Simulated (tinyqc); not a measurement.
Nanosheet or nanowire with hard walls, valleys of the Ge type: one step. Modes, density and velocity at zero temperature.

Constants: hbar^2/2m0 = 3.80998211 eV angstrom^2; hbar = 6.58211957e-16 eV s; e^2/h = 3.874045865e-05 S.

Parameters, chosen for this exercise (out of a larger set: near those of Ge; not measured data): dE = 0.154 eV (EF above the lowest subband edge).

Subbands:
```
label  valleys g  m_x (m0)    E (eV)
A1             4  0.581000  0.389321
A2             4  0.581000  0.498755
A3             4  0.581000  0.679443
A4             4  0.581000  0.928113
A5             4  0.581000  1.237051
A6             4  0.581000  1.446287
A7             4  0.581000  1.565108
A8             4  0.581000  1.587692
A9             4  0.581000  1.782520
A10            4  0.581000  1.926114
```

Problem. With EF = E_lowest + dE, each subband below EF has k_F = sqrt(m_x (EF - E)/c), carries n = 2 g k_F/pi electrons per length (spin included), moves at v = 2 c k_F/(hbar m_x) and adds 2 g e^2/h to the ballistic conductance; c = hbar^2/2m0, 1 angstrom/s = 1e-8 cm/s.

Give: Occupied subbands; total n; ballistic conductance.

Solution.

Occupied subbands:
```
label  k_F (1/angstrom)  n (1/nm)  v (1e7 cm/s)
A1               0.1532     3.902          3.05
A2               0.0824     2.099          1.64
```

total n = 6.002 1/nm
ballistic conductance = 619.8 microsiemens

EF lies below the last listed level, so the count is complete for these valleys (other families, and non-parabolicity above about 0.2 eV, are left out): 2 subbands with 8 valley modes. The Fermi velocity, averaged with the densities as weights, is 2.56 x 1e7 cm/s; the mean over all filled states moving one way is half of it.

Computed by tinyqc, a small Python program: `OMP_NUM_THREADS=1 python tinyqc.py 1250271 1250272 out.jsonl` (the numbers bound the seed that draws the inputs); one thread of a shared host (Intel(R) Xeon(R) Processor @ 2.30GHz), about 0.1 s for the whole set of steps.
